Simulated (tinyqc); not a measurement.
Inside a calculation. Method: sp3 tight binding, zinc-blende lattice. One step of it, computed by the program tinyqc.

Task: Bloch Hamiltonian at G. Slater-Koster rules over the four bonds with direction cosines (l, m, n): ss V_ss; s-px l V_sp; px-s -l V_sp; px-px l^2 V_pps + (1 - l^2) V_ppp; px-py l m (V_pps - V_ppp); each times exp(i k.d).

Parameters chosen for this model: zinc-blende lattice, anion at 0, cation at a/4 (1,1,1); V = eta hbar^2 / (m d^2), hbar^2/m = 7.619964 eV angstrom^2:
```
parameter          value      unit
a               4.590000  angstrom
d               1.987528  angstrom
Es anion      -16.440000        eV
Ep anion       -8.010000        eV
Es cation      -7.930000        eV
Ep cation      -3.570000        eV
eta ss         -1.400000
eta sp          1.840000
eta pp sigma    3.240000
eta pp pi      -0.810000
V ss           -2.700563        eV
V sp            3.549311        eV
V pp sigma      6.249874        eV
V pp pi        -1.562469        eV
```

k point G (2 pi / a): 0  0  0

Give: H(k) at G.

Result:

H(k) at G (eV):
```
           a s     a px     a py     a pz       c s     c px     c py     c pz
a s   -16.4400   0.0000   0.0000   0.0000  -10.8023   0.0000   0.0000   0.0000
a px    0.0000  -8.0100   0.0000   0.0000    0.0000   4.1666   0.0000   0.0000
a py    0.0000   0.0000  -8.0100   0.0000    0.0000   0.0000   4.1666   0.0000
a pz    0.0000   0.0000   0.0000  -8.0100    0.0000   0.0000   0.0000   4.1666
c s   -10.8023   0.0000   0.0000   0.0000   -7.9300   0.0000   0.0000   0.0000
c px    0.0000   4.1666   0.0000   0.0000    0.0000  -3.5700   0.0000   0.0000
c py    0.0000   0.0000   4.1666   0.0000    0.0000   0.0000  -3.5700   0.0000
c pz    0.0000   0.0000   0.0000   4.1666    0.0000   0.0000   0.0000  -3.5700
```
